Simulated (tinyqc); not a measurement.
Atomic layer deposition: Langmuir saturation, growth per cycle and coating of deep features. Changing the aspect ratio a. Computed by tinyqc, a small Python program. Command: `OMP_NUM_THREADS=1 python tinyqc.py 3020580 3020581 out.jsonl ald sweep`. One thread of a shared host (Intel(R) Xeon(R) Processor @ 2.30GHz), about 0.01 s of CPU time with the checks.

Precursor A sticks only on free sites, so a long enough pulse saturates; co-reactant B then frees the sites again.

Inputs (values chosen for the exercise, modelled on zinc oxide from diethylzinc and water):
```
quantity                                   value    unit
precursor mass M                             124       u
site density q                               7.1  1/nm^2
sticking probability beta on free sites  0.00033       -
precursor pressure p                           3      Pa
temperature T                                150       C
pulse time t                                0.96       s
desorption energy E_d                       1.59      eV
```

Feature: long trench.

Constants: u = 1.6605390666e-27 kg; k_B = 1.380649e-23 J/K; k_B = 8.617333262e-05 eV/K.

Method:
- Wall flux F = p/sqrt(2 pi M k_B T); rate of filling k_a = beta F/q; desorption k_d = 1e13 exp(-E_d/(k_B T)) per second. 1/m^2 = 1e-18/nm^2.
- Temperatures in kelvin are T(C) + 273.15.
- Diffusion-limited filling (Gordon) of a long trench of width w, hydraulic diameter 2w, so that a is replaced by a/2 in the hole formula: t = (q/F)(1 + 19a/8 + 3a^2/8). Reaction-limited filling needs ln(100)/k_a at any depth, k_a = beta F/q. Flow is molecular. The front picture holds when the modulus (a/2) sqrt(beta) is well above 1.
- Depth reached by the given pulse: solve the same formula for a. Exposure = p x diffusion-limited time; 1 langmuir = 1.33322e-4 Pa s.

One run for each value:
```
aspect ratio a  diffusion-limited time (s)  exposure (langmuir)     modulus
1                               7.7158e-04           1.7362e+01  9.0830e-03
2.2                             1.6543e-03           3.7224e+01  1.9982e-02
4.7                             4.2069e-03           9.4664e+01  4.2690e-02
10                              1.2808e-02           2.8821e+02  9.0830e-02
22                              4.8301e-02           1.0869e+03  1.9982e-01
49                              2.0941e-01           4.7121e+03  4.4506e-01
110                             9.8757e-01           2.2222e+04  9.9912e-01
230                             4.1943e+00           9.4379e+04  2.0891e+00
500                             1.9534e+01           4.3955e+05  4.5415e+00
```

Over the rows, diffusion-limited time (s) rises from 7.72e-4 to 19.5 (exponent d ln y / d ln x 0.97 between the first rows and 2.0 between the last); exposure (langmuir) rises from 17.4 to 440000 (exponent d ln y / d ln x 0.97 between the first rows and 2.0 between the last); modulus rises from 0.00908 to 4.54 (exponent d ln y / d ln x about 1.0 throughout). At the high end the exponent of diffusion-limited time is 1.98, close to 2: diffusion into a deep feature. The wall area to coat grows as a and the conductance to the front falls as 1/a, hence a^2 for deep features.

Caution (rows 1.00, 2.20, 4.70, 10.0, 22.0, 49.0, 110, 230): the modulus is not well above 1 or the Gordon time is under three times ln(100)/k_a, so there is no sharp front: the Gordon time is only a lower bound and the reaction time must be met as well. Caution (rows 49.0, 110, 230, 500): for a long trench the a/2 rule ignores the ln(a)/a transmission of a slit, so times at large a are too long.
